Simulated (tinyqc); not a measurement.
## Ten-year voltage from two stress tests

Question. Lifetimes follow tau = t0 exp(B/Vd). Ten years are 3.15576e8 s. Find B, t0 and the drain voltage for ten years.

lifetimes at Vd = 2.8 and 3.1 V (s): [13000, 191.735108]

Answer. ln(tau) is linear in 1/Vd.

B = 122 V
t0 = 1.55e-15 s
ten-year voltage = 2.27 V

Numbers from tinyqc (`OMP_NUM_THREADS=1 python tinyqc.py 2550072 2550073 out.jsonl`; about 0.01 s on one thread of a shared Intel Xeon 2.30GHz).
